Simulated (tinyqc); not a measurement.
Resistance of a tapered via with liner, size effect and interface: two steps of the calculation.

A round via whose diameter grows from db at the bottom as D(z) = db + 2 z/tan(ang). The fill, of diameter D - 2 tl, starts above the bottom liner (thickness fb tl) and has rho = rho0 (1 + ks lam/(D - 2 tl)); the sidewall liner conducts in parallel with it. The bottom liner and the interface are crossed over the full area pi db^2/4. Spreading in the lines above and below is left out.

Values chosen for this exercise; fill metal close to tungsten:
```
symbol,value,unit,meaning
db,37,nm,diameter at the bottom
hv,120,nm,height
ang,88,degrees,sidewall angle
rho0,5.44,uohm cm,bulk resistivity of the fill
lam,15.3,nm,mean free path of the fill
ks,0.9,,size-effect factor
tl,3.1,nm,liner on the sidewall
fb,0.5,,liner at the bottom over that on the sidewall
rl,210,uohm cm,resistivity of the liner
ri,5.5e-13,ohm cm^2,interface resistivity at the bottom
Sb,9.1e14,S/m^2,"ballistic conductance per area, about 3/(4 rho0 lam)"
```

Problem 1. Slices of the via. Slices between z0 = fb tl and hv, evaluated at their midpoints: conductance per length pi/4 [(D - 2 tl)^2/rho + (D^2 - (D - 2 tl)^2)/rl], slice resistance = slice height over that. 7 slices.

Give: z; D; rho; slice resistance.

Solution 1.

| slice | z (nm) | D (nm) | rho (uohm cm) | slice resistance (ohm) |
|---|---|---|---|---|
| 0 | 10.011 | 37.699 | 7.8181 | 1.6708 |
| 1 | 26.932 | 38.881 | 7.7321 | 1.5363 |
| 2 | 43.854 | 40.063 | 7.6521 | 1.4171 |
| 3 | 60.775 | 41.245 | 7.5775 | 1.3111 |
| 4 | 77.696 | 42.426 | 7.5078 | 1.2164 |
| 5 | 94.618 | 43.608 | 7.4425 | 1.1315 |
| 6 | 111.54 | 44.790 | 7.3811 | 1.0550 |

Problem 2. Total resistance. R_fill = sum of the slices; R_bottom = rl fb tl/(pi db^2/4); R_interface = ri/(pi db^2/4); ballistic (Sharvin) limit 1/(Sb pi (db - 2 tl)^2/4); ideal cylinder rho0 hv/(pi db^2/4).

| slice | slice resistance (ohm) |
|---|---|
| 0 | 1.6707668 |
| 1 | 1.5362546 |
| 2 | 1.4171106 |
| 3 | 1.3111068 |
| 4 | 1.2164010 |
| 5 | 1.1314600 |
| 6 | 1.0550001 |

Find: parts; R; shares; ballistic limit; ideal cylinder.

Solution 2.

parts (ohm): fill 9.338, bottom liner 3.027, interface 0.05115
R = 12.42 ohm
shares (%): fill 75.21, bottom liner 24.38, interface 0.41
ballistic limit = 1.475 ohm
ideal cylinder = 6.071 ohm

The fill is the largest part, and R is 2.05 times the ideal cylinder. With 2000 slices R = 12.420 ohm.

tinyqc, about 0.01 s, one thread, Intel Xeon 2.30GHz (shared host): `OMP_NUM_THREADS=1 python tinyqc.py 2750185 2750186 out.jsonl`
